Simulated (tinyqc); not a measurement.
Inside a calculation. Method: LDA (PW92) atom on a uniform radial grid, spin-unpolarised, for Be+. Computed by tinyqc, a small Python program that keeps every step. Settings: Z = 4, points = 64, R = 12.2, functional = lda,pw, mixing = 0.2, iteration cap = 59. Command: `OMP_NUM_THREADS=1 python tinyqc.py 25769 25770 out.jsonl` (the two numbers bound the seeds that draw the settings). One thread of a shared host (Intel(R) Xeon(R) Processor @ 2.60GHz), about 0.08 s of CPU time with the checks. Later iterations appear only in the table of the cycle.

## Iteration 1

Spherical atom on a uniform radial grid r_j = j h with h = R/(N + 1), h sum u^2 = 1 and integrals as h times sums, u(0) = u(R) = 0 (atomic units):
```
parameter            value
Z                        4
points N                64
R                12.200000
h                 0.187692
mixing            0.200000
electrons in 1s          2
electrons in 2s          1
```

Three-point differences turn -u''/2 + [l(l+1)/2r^2 - Z/r + V] u = e u into a tridiagonal matrix (diagonal 1/h^2 + potential, off-diagonal -1/2h^2). D = sum f u^2; the Hartree potential y/r solves y'' = -D/r with y(0) = 0, y(R) = N_e; v_xc comes from rho = D/(4 pi r^2); E = sum f e - int D V + int D (V_H/2 + eps_xc); V(new) = V + mixing (V_H + v_xc - V).

eigenvalues (hartree): 1s -7.1097, 2s -1.9341

Every 4th grid point:
```
r          V in     u(1s)      u(2s)         D     V_H       v_xc
0.7508   0.0000    0.6697    -0.4102    1.0653  3.3578    -0.5874
1.5015   0.0000    0.0835    -0.8435    0.7254  1.9237    -0.3406
2.2523   0.0000    0.0078    -0.5175    0.2680  1.3245    -0.1972
3.0031   0.0000    0.0006    -0.2284    0.0521  0.9983    -0.1018
3.7538   0.0000  5.06e-05    -0.0857    0.0073  0.7991    -0.0495
4.5046   0.0000  3.79e-06    -0.0292    0.0009  0.6660    -0.0231
5.2554   0.0000  2.75e-07    -0.0093  8.71e-05  0.5708    -0.0104
6.0062   0.0000  1.96e-08    -0.0028  8.11e-06  0.4995    -0.0045
6.7569   0.0000  1.38e-09    -0.0008  7.04e-07  0.4440    -0.0019
7.5077   0.0000  9.53e-11  -2.41e-04  5.79e-08  0.3996    -0.0008
8.2585   0.0000         0  -6.75e-05  4.56e-09  0.3633  -3.25e-04
9.0092   0.0000         0  -1.86e-05  3.46e-10  0.3330  -1.31e-04
9.7600   0.0000         0  -5.05e-06  2.55e-11  0.3074  -5.25e-05
10.5108  0.0000         0  -1.35e-06         0  0.2854  -1.01e-05
11.2615  0.0000         0  -3.47e-07         0  0.2664     0.0000
12.0123  0.0000         0  -4.61e-08         0  0.2497     0.0000
```

total energy = -11.977651 hartree

## Iteration 2

As before.

eigenvalues (hartree): 1s -6.2934, 2s -1.5786

Every 4th grid point:
```
r          V in     u(1s)      u(2s)         D     V_H       v_xc
0.7508   0.5541    0.6949    -0.3379    1.0799  3.3085    -0.5899
1.5015   0.3166    0.0972    -0.8263    0.7017  1.9049    -0.3372
2.2523   0.2255    0.0104    -0.5697    0.3248  1.3205    -0.2089
3.0031   0.1793    0.0010    -0.2824    0.0797  0.9977    -0.1155
3.7538   0.1499  8.85e-05    -0.1193    0.0142  0.7991    -0.0604
4.5046   0.1286  7.64e-06    -0.0459    0.0021  0.6660    -0.0304
5.2554   0.1121  6.42e-07    -0.0166  2.74e-04  0.5708    -0.0148
6.0062   0.0990  5.29e-08    -0.0057  3.28e-05  0.4995    -0.0070
6.7569   0.0884  4.30e-09    -0.0019  3.66e-06  0.4440    -0.0033
7.5077   0.0798  3.46e-10    -0.0006  3.89e-07  0.3996    -0.0015
8.2585   0.0726  2.75e-11  -1.99e-04  3.97e-08  0.3633    -0.0007
9.0092   0.0666         0  -6.25e-05  3.91e-09  0.3330  -2.92e-04
9.7600   0.0615         0  -1.94e-05  3.75e-10  0.3074  -1.28e-04
10.5108  0.0571         0  -5.90e-06  3.48e-11  0.2854  -5.54e-05
11.2615  0.0533         0  -1.71e-06         0  0.2664  -1.12e-05
12.0123  0.0499         0  -2.44e-07         0  0.2497     0.0000
```

total energy = -12.146605 hartree

## Iteration 3

As before.

eigenvalues (hartree): 1s -5.6687, 2s -1.3137

Every 4th grid point:
```
r          V in     u(1s)      u(2s)         D     V_H       v_xc
0.7508   0.9870    0.7143    -0.2817    1.0997  3.2665    -0.5933
1.5015   0.5668    0.1095    -0.8014    0.6663  1.8869    -0.3319
2.2523   0.4027    0.0130    -0.6073    0.3692  1.3159    -0.2171
3.0031   0.3199    0.0014    -0.3306    0.1093  0.9969    -0.1269
3.7538   0.2677  1.38e-04    -0.1537    0.0236  0.7989    -0.0703
4.5046   0.2300  1.34e-05    -0.0651    0.0042  0.6660    -0.0376
5.2554   0.2009  1.26e-06    -0.0260    0.0007  0.5708    -0.0196
6.0062   0.1777  1.17e-07    -0.0099  9.86e-05  0.4995    -0.0099
6.7569   0.1589  1.07e-08    -0.0037  1.35e-05  0.4440    -0.0049
7.5077   0.1434  9.74e-10    -0.0013  1.77e-06  0.3996    -0.0024
8.2585   0.1306  8.76e-11  -4.72e-04  2.22e-07  0.3633    -0.0012
9.0092   0.1198         0  -1.65e-04  2.71e-08  0.3330    -0.0006
9.7600   0.1106         0  -5.67e-05  3.21e-09  0.3074  -2.59e-04
10.5108  0.1027         0  -1.92e-05  3.68e-10  0.2854  -1.21e-04
11.2615  0.0959         0  -6.09e-06  3.71e-11  0.2664  -5.41e-05
12.0123  0.0899         0  -9.20e-07         0  0.2497     0.0000
```

total energy = -12.254932 hartree

## Convergence

Stop when input and output potentials agree to 1e-7.

Course of the cycle (hartree):
```
iteration           E    e(1s)    e(2s)  largest |V(out) - V(in)|
1          -11.977651  -7.1097  -1.9341                  5.21e+00
2          -12.146605  -6.2934  -1.5786                  4.00e+00
3          -12.254932  -5.6687  -1.3137                  3.06e+00
4          -12.323430  -5.1906  -1.1151                  2.34e+00
5          -12.366234  -4.8249  -0.9656                  1.78e+00
6          -12.392720  -4.5451  -0.8525                  1.36e+00
7          -12.408979  -4.3311  -0.7665                  1.03e+00
8          -12.418898  -4.1675  -0.7009                  7.83e-01
9          -12.424920  -4.0425  -0.6506                  5.93e-01
10         -12.428565  -3.9470  -0.6120                  4.49e-01
11         -12.430766  -3.8741  -0.5823                  3.40e-01
...               ...      ...      ...                       ...
49         -12.434113  -3.6402  -0.4802                  1.57e-05
50         -12.434113  -3.6402  -0.4802                  1.23e-05
51         -12.434113  -3.6402  -0.4802                  9.65e-06
52         -12.434113  -3.6402  -0.4802                  7.57e-06
53         -12.434113  -3.6402  -0.4802                  5.94e-06
54         -12.434113  -3.6402  -0.4802                  4.66e-06
55         -12.434113  -3.6402  -0.4802                  3.65e-06
56         -12.434113  -3.6402  -0.4802                  2.86e-06
57         -12.434113  -3.6402  -0.4802                  2.24e-06
58         -12.434113  -3.6402  -0.4802                  1.76e-06
59         -12.434113  -3.6402  -0.4802                  1.38e-06
```

Not converged within 59 iterations: the residual falls steadily but slowly, by a factor of about 0.78 a step. Reruns (cap 100 unless said): mixing 0.3: converged in 46; mixing 0.6: converged in 20; the original settings with a cap of 400: converged in 72. Even converged, this uniform grid resolves the cusp poorly and misses the energy of the atom.
